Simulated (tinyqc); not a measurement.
Inside a calculation. Method: G0W0 on RHF in the 3-21g basis, for HeH+, spin multiplicity 1. Computed by tinyqc, a small Python program that keeps every step (integrals from PySCF). Settings: charge = 1, multiplicity = 1, basis = 3-21g, method = RHF, energy threshold = 1e-10, iteration cap = 79, orthogonalisation = symmetric, start = Wolfsberg-Helmholz matrix, DIIS depth = 6. Command: `OMP_NUM_THREADS=1 python tinyqc.py 23232 23233 out.jsonl` (the two numbers bound the seeds that draw the settings). One thread of a shared host (Intel(R) Xeon(R) Processor @ 2.60GHz), about 0.06 s of CPU time with the checks. The early iterations of the SCF are left out here.

## One-electron integrals

Geometry (angstrom):
```
atom        x        y        z
He    0.00000  0.00000  0.00000
H     0.00000  0.00000  1.05800
```

Basis 3-21g: exponents (1/bohr^2) and contraction coefficients of normalised primitives:
```
element  l (shell)  exponent  coefficient
He           s (1)  13.62670      0.17523
He           s (1)   1.99935      0.89348
He           s (2)   0.38299      1.00000
H            s (1)   5.44718      0.15628
H            s (1)   0.82455      0.90469
H            s (2)   0.18319      1.00000
```

Overlap, kinetic and nuclear-attraction integrals over the contracted functions; the nuclear repulsion is the sum of Za Zb / Rab.

nuclear repulsion = 1.0003350 hartree

overlap S:
```
         1He 1s   1He 2s    2H 1s    2H 2s
1He 1s  1.00000  0.59522  0.07053  0.19798
1He 2s  0.59522  1.00000  0.29863  0.55151
2H 1s   0.07053  0.29863  1.00000  0.64590
2H 2s   0.19798  0.55151  0.64590  1.00000
```

kinetic energy T (hartree):
```
          1He 1s   1He 2s     2H 1s    2H 2s
1He 1s   3.91612  0.57895  -0.07602  0.05512
1He 2s   0.57895  0.57449   0.06856  0.13732
2H 1s   -0.07602  0.06856   1.54940  0.29315
2H 2s    0.05512  0.13732   0.29315  0.27479
```

nuclear attraction V (hartree):
```
          1He 1s    1He 2s     2H 1s     2H 2s
1He 1s  -5.98986  -2.53300  -0.26261  -0.80193
1He 2s  -2.53300  -2.46863  -0.75682  -1.21411
2H 1s   -0.26261  -0.75682  -2.72102  -1.42600
2H 2s   -0.80193  -1.21411  -1.42600  -1.59631
```

core Hamiltonian H = T + V (hartree):
```
          1He 1s    1He 2s     2H 1s     2H 2s
1He 1s  -2.07373  -1.95405  -0.33863  -0.74681
1He 2s  -1.95405  -1.89414  -0.68826  -1.07679
2H 1s   -0.33863  -0.68826  -1.17162  -1.13285
2H 2s   -0.74681  -1.07679  -1.13285  -1.32153
```

## Two-electron integrals

Functions are numbered as in S; the eight-fold symmetry (ij|kl) = (ji|kl) = (kl|ij) leaves the list below.

Two-electron integrals (ij|kl) in chemists' order, unique and non-zero (hartree):
```
(11|11) 1.80325   (21|11) 0.87651   (21|21) 0.45208   (22|11) 0.91701
(22|21) 0.51468   (22|22) 0.69831   (31|11) 0.09007   (31|21) 0.04808
(31|22) 0.05804   (31|31) 0.00671   (32|11) 0.20395   (32|21) 0.11850
(32|22) 0.17700   (32|31) 0.01845   (32|32) 0.07959   (33|11) 0.49939
(33|21) 0.29648   (33|22) 0.48170   (33|31) 0.04795   (33|32) 0.27140
(33|33) 1.14014   (41|11) 0.27849   (41|21) 0.14518   (41|22) 0.16841
(41|31) 0.01663   (41|32) 0.04231   (41|33) 0.10670   (41|41) 0.04759
(42|11) 0.41335   (42|21) 0.23643   (42|22) 0.33959   (42|31) 0.03014
(42|32) 0.10807   (42|33) 0.32388   (42|41) 0.08009   (42|42) 0.18261
(43|11) 0.31996   (43|21) 0.18924   (43|22) 0.30367   (43|31) 0.02949
(43|32) 0.15476   (43|33) 0.61140   (43|41) 0.06757   (43|42) 0.19875
(43|43) 0.34515   (44|11) 0.45055   (44|21) 0.26496   (44|22) 0.42052
(44|31) 0.03707   (44|32) 0.17325   (44|33) 0.62637   (44|41) 0.09216
(44|42) 0.25812   (44|43) 0.38033   (44|44) 0.48296
```

## Orthogonalisation

S = U s U^T; symmetric (Loewdin) form X = U s^(-1/2) U^T, so that X^T S X = 1.

eigenvalues of S: 0.24477  0.40620  1.13364  2.21538

X:
```
          1He 1s    1He 2s     2H 1s     2H 2s
1He 1s   1.19326  -0.42941   0.02418   0.04405
1He 2s  -0.42941   1.37692  -0.02110  -0.38547
2H 1s    0.02418  -0.02110   1.23417  -0.45516
2H 2s    0.04405  -0.38547  -0.45516   1.39698
```

## Iteration 7 (converged): orbitals

converged F (hartree):
```
          1He 1s    1He 2s     2H 1s     2H 2s
1He 1s  -0.60232  -1.42400  -0.39258  -0.67340
1He 2s  -1.42400  -1.01336  -0.49979  -0.66425
2H 1s   -0.39258  -0.49979  -0.23440  -0.60675
2H 2s   -0.67340  -0.66425  -0.60675  -0.61145
```

Diagonalise F' = X^T F X, C = X C', fill 1 alpha and 1 beta electrons from the bottom; D = 2 C_occ C_occ^T. Each column has its largest component positive (the first on a tie).

F' = X^T F X (hartree):
```
          1         2         3         4
1   0.35429  -1.51269  -0.07441  -0.15516
2  -1.51269   0.05490  -0.19869  -0.26259
3  -0.07441  -0.19869   0.20329  -0.53590
4  -0.15516  -0.26259  -0.53590  -0.10073
```

orbital energies (hartree): MO1 -1.45115, MO2 -0.37460, MO3 0.60805, MO4 1.72945

coefficients C:
```
            MO1       MO2       MO3       MO4
1He 1s  0.45671  -0.17506  -0.02741  -1.17081
1He 2s  0.58206  -0.50333   0.25465   1.25393
2H 1s   0.12238   0.36608   1.25556  -0.07714
2H 2s   0.06750   0.85165  -1.21994  -0.30187
```

D after iteration 7:
```
         1He 1s   1He 2s    2H 1s    2H 2s
1He 1s  0.41717  0.53166  0.11179  0.06165
1He 2s  0.53166  0.67758  0.14246  0.07857
2H 1s   0.11179  0.14246  0.02995  0.01652
2H 2s   0.06165  0.07857  0.01652  0.00911
```

## Convergence

Stop when the energy changes by less than 1e-10 hartree and every element of the error matrix X^T (F D S - S D F) X is below 3e-06.

Course of the cycle:
```
iteration  E (hartree)     change  largest element of the error matrix
1           -2.7903931          -                             5.38e-01
2           -2.8718476  -8.15e-02                             3.38e-02
3           -2.8727956  -9.48e-04                             5.15e-03
4           -2.8728140  -1.84e-05                             1.91e-04
5           -2.8728141  -5.45e-08                             1.17e-05
6           -2.8728141  -1.36e-10                             5.45e-08
7           -2.8728141  -1.33e-15                             2.59e-08
```

PySCF RHF in the same basis = -2.8728141 hartree

Converged in 7 iterations.

## Integrals over molecular orbitals

(pq|rs) = sum C_ip C_jq C_kr C_ls (ij|kl), one index at a time.

one-electron integrals over orbitals h = C^T H C (hartree):
```
          1         2         3         4
1  -2.42199   0.16204  -0.00287   0.27052
2   0.16204  -1.26680  -0.16610  -0.19014
3  -0.00287  -0.16610  -0.23819   0.01205
4   0.27052  -0.19014   0.01205   0.09575
```

Two-electron integrals over orbitals (pq|rs), unique and non-zero (hartree):
```
(11|11) 0.97084    (21|11) -0.16204   (21|21) 0.08993    (22|11) 0.49106
(22|21) 0.05214    (22|22) 0.59593    (31|11) 0.00287    (31|21) 0.02814
(31|22) 0.06041    (31|31) 0.02484    (32|11) 0.09712    (32|21) 0.03632
(32|22) 0.15176    (32|31) 0.05310    (32|32) 0.14187    (33|11) 0.43554
(33|21) 0.08765    (33|22) 0.60826    (33|31) 0.08600    (33|32) 0.20590
(33|33) 0.69012    (41|11) -0.27052   (41|21) 0.09013    (41|22) -0.05205
(41|31) 0.00671    (41|32) -0.01224   (41|33) -0.01828   (41|41) 0.22728
(42|11) 0.14013    (42|21) -0.04033   (42|22) 0.01745    (42|31) -0.00285
(42|32) 0.01047    (42|33) 0.00790    (42|41) -0.08805   (42|42) 0.04526
(43|11) -0.00267   (43|21) 0.00134    (43|22) 0.00378    (43|31) 0.00227
(43|32) -0.00299   (43|33) 0.00272    (43|41) -0.01090   (43|42) 0.00203
(43|43) 0.00480    (44|11) 0.93049    (44|21) -0.17447   (44|22) 0.44655
(44|31) -0.00976   (44|32) 0.07005    (44|33) 0.38213    (44|41) -0.29635
(44|42) 0.14463    (44|43) -0.00296   (44|44) 0.95718
```

## Screening: direct RPA

With D = e_a - e_i and K = (ia|jb): diagonalise D^(1/2) (D + 4K) D^(1/2) = Z w^2 Z^T; X + Y = D^(1/2) Z w^(-1/2), each column of Z with its largest component positive (the first on a tie); E_c = (sum w - tr (D + 2K)) / 2.

D^(1/2) (D + 4K) D^(1/2) (hartree^2):
```
         1>2      1>3       1>4
1>2  1.54621  0.16759   0.66708
1>3  0.16759  4.44489   0.06869
1>4  0.66708  0.06869  13.00787
```

excitation energies w (hartree): 1.22412  2.11027  3.61210

X + Y:
```
            1         2        3
1>2   0.93480   0.03910  0.03168
1>3  -0.07180   0.98627  0.00687
1>4  -0.09260  -0.01508  0.93675
```

RPA correlation energy = -0.0269861 hartree

## G0W0 on Hartree-Fock: HOMO

W(p,q,m) = sqrt2 sum_ia (pq|ia) (X+Y)_ia,m; Sigma_c(x) = sum_(i,m) W^2/(x - e_i + w_m) + sum_(a,m) W^2/(x - e_a - w_m); solve x = e_p + Sigma_c(x) by Newton steps; Z = 1/(1 - dSigma/dx); 1 hartree = 27.211386 eV.

The 12 largest terms at x = e_p (hartree; W for the signs of X + Y given):
```
q  m         W       term
1  3  -0.36561    0.03701
1  1  -0.17909    0.02620
4  3   0.30520   -0.01371
2  1   0.10422   -0.00472
2  3   0.12370   -0.00326
4  1   0.08870   -0.00179
2  2   0.04230   -0.00056
3  1   0.03380   -0.00035
3  2   0.03606   -0.00031
3  3   0.01039  -1.90e-05
4  2   0.00949  -1.70e-05
1  2   0.00081   3.09e-07
```

Newton steps (hartree):
```
step         x  Sigma_c(x)        Z
0     -1.45115     0.03847  0.96415
1     -1.41407     0.03711  0.96539
2     -1.41404     0.03711  0.96539
```

quasiparticle energy of the HOMO = -38.47807 eV

Hartree-Fock value = -39.48791 eV

## G0W0 on Hartree-Fock: LUMO

As before.

The 12 largest terms at x = e_p (hartree; W for the signs of X + Y given):
```
q  m         W       term
1  1   0.10422    0.00472
2  1   0.06961   -0.00396
2  2   0.08825   -0.00369
1  3   0.12370    0.00326
4  3  -0.11849   -0.00246
3  2   0.07633   -0.00188
2  3  -0.06604   -0.00121
3  1   0.04422   -0.00089
1  2   0.04230    0.00056
4  1  -0.04149   -0.00052
3  3  -0.01407  -4.31e-05
4  2  -0.00433  -4.45e-06
```

Newton steps (hartree):
```
step         x  Sigma_c(x)        Z
0     -0.37460    -0.00610  0.99025
1     -0.38064    -0.00604  0.99028
2     -0.38064    -0.00604  0.99028
```

quasiparticle energy of the LUMO = -10.35779 eV

Hartree-Fock value = -10.19340 eV
